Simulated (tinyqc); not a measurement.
An infinitely deep well in a field (quantum-confined Stark shift), Airy functions: two steps of the calculation.

Hard walls at x = -L/2 and +L/2; between them U(x) = -F x (eV, zero at the centre). C = hbar^2/(2 m0), e = (C F^2/m1)^(1/3), z1 = (F L/2 - E)/e at the left wall and z2 = (-F L/2 - E)/e at the right wall. Levels are the roots of D(E) = Ai(z1) Bi(z2) - Ai(z2) Bi(z1).

Values chosen for this exercise:
```
symbol,value,unit,meaning
m1,0.19,m0,mass
L,12,nm,well width
F,0.0044,V/nm,field
n,1,,level sought
```

Constants: q = 1.602176634e-19 C, hbar = 1.054571817e-34 J s, m0 = 9.1093837015e-31 kg, hbar^2/(2 m0) = 0.0380998212 eV nm^2. Results are converted to the units shown.

Problem 1. Secant step for the level. Secant step from the last two trial energies, E_a the older and E_b the newer: next = E_b - D(E_b) (E_b - E_a)/(D(E_b) - D(E_a)).

second trial energy = 0.013 eV
third trial energy = 0.011433378 eV

Wanted: D(E_a); D(E_b); fourth trial energy.

Solution 1.

D(E_a) = 0.05756
D(E_b) = -0.007791
fourth trial energy = 0.01162 eV

Problem 2. Stark shift. Exact shift E_n(F) - E_n(0), and the mean position <x> = -dE_n/dF. E_n(0) = C (n pi/L)^2/m1; second-order shift m1 F^2 L^4 (1 - 15/(pi n)^2)/(48 C pi^2 n^2).

Give: E_n; shift; <x>.

Solution 2.

E_n = 0.01161 eV
shift = -2.137 meV
<x> = 0.9459 nm

Numbers from tinyqc (`OMP_NUM_THREADS=1 python tinyqc.py 2580026 2580027 out.jsonl`; about 0.02 s on one thread of a shared Intel Xeon 2.30GHz).
